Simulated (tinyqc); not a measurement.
MOS inversion layer, Poisson-Schroedinger loop: one step of the calculation.

Electrons confined at an insulator interface at z = 0, treated as a hard wall; parabolic valleys, Hartree approximation, no image or exchange terms. The depletion charge lies far deeper than the electrons and gives a uniform field q Nd/(eps0 eps_r); the gate balances all charge. Energies are counted from the band edge at the interface.

Task. Levels and probability densities. Tridiagonal Hamiltonian with psi = 0 one step beyond both ends: H_ii = C (1/m_(i-1/2) + 1/m_(i+1/2))/hz^2 + V0_i + U_i (+ dE for the set B), H_(i,i+1) = -C/(m_(i+1/2) hz^2), C = hbar^2/(2 m0). The lowest 2 level(s) of each valley set are kept, normalised to hz sum |psi|^2 = 1. The mass is the same on all intervals.

Values chosen for this exercise; masses and permittivity close to those of silicon (100):
- mz1 = 0.899 m0 (mass along z of valley set A (2 valley(s)))
- mz2 = 0.192 m0 (mass along z of valley set B (4 valley(s)))
- dE = 0.1 eV (extra shift of set B (strain))
- hz = 0.76 nm (mesh step)

Constants: q = 1.602176634e-19 C, hbar = 1.054571817e-34 J s, m0 = 9.1093837015e-31 kg, hbar^2/(2 m0) = 0.0380998212 eV nm^2. Results are converted to the units shown.

| node | fixed potential V0 (eV) | self-consistent potential U at the start (eV) |
|---|---|---|
| 1 | 0.03496347 | 0 |
| 2 | 0.06992694 | 0 |
| 3 | 0.10489040 | 0 |
| 4 | 0.13985387 | 0 |
| 5 | 0.17481734 | 0 |
| 6 | 0.20978081 | 0 |
| 7 | 0.24474428 | 0 |
| 8 | 0.27970774 | 0 |
| 9 | 0.31467121 | 0 |
| 10 | 0.34963468 | 0 |
| 11 | 0.38459815 | 0 |
| 12 | 0.41956162 | 0 |
| 13 | 0.45452508 | 0 |
| 14 | 0.48948855 | 0 |
| 15 | 0.52445202 | 0 |

Wanted: levels; |psi|^2 of A1; |psi|^2 of A2; |psi|^2 of B1; |psi|^2 of B2.

Result.

levels (eV): A1 0.10220, A2 0.17469, B1 0.27360, B2 0.40144

| node | \|psi\|^2 of A1 (1/nm) | \|psi\|^2 of A2 (1/nm) | \|psi\|^2 of B1 (1/nm) | \|psi\|^2 of B2 (1/nm) |
|---|---|---|---|---|
| 1 | 0.47481 | 0.35318 | 0.12244 | 0.11372 |
| 2 | 0.55750 | 0.00323 | 0.31205 | 0.17047 |
| 3 | 0.22640 | 0.31558 | 0.35849 | 0.04423 |
| 4 | 0.04946 | 0.41728 | 0.26948 | 0.01267 |
| 5 | 0.00690 | 0.17934 | 0.15093 | 0.14632 |
| 6 | 0.00068 | 0.04070 | 0.06721 | 0.26160 |
| 7 | 0.00005 | 0.00585 | 0.02474 | 0.25398 |
| 8 | 0.00000 | 0.00059 | 0.00773 | 0.17081 |
| 9 | 0.00000 | 0.00004 | 0.00209 | 0.08790 |
| 10 | 0.00000 | 0.00000 | 0.00050 | 0.03651 |
| 11 | 0.00000 | 0.00000 | 0.00010 | 0.01266 |
| 12 | 0.00000 | 0.00000 | 0.00002 | 0.00374 |
| 13 | 0.00000 | 0.00000 | 0.00000 | 0.00095 |
| 14 | 0.00000 | 0.00000 | 0.00000 | 0.00020 |
| 15 | 0.00000 | 0.00000 | 0.00000 | 0.00003 |

Program tinyqc, `OMP_NUM_THREADS=1 python tinyqc.py 2160043 2160044 out.jsonl`; Intel Xeon 2.30GHz, shared host, one thread, about 0.7 s.
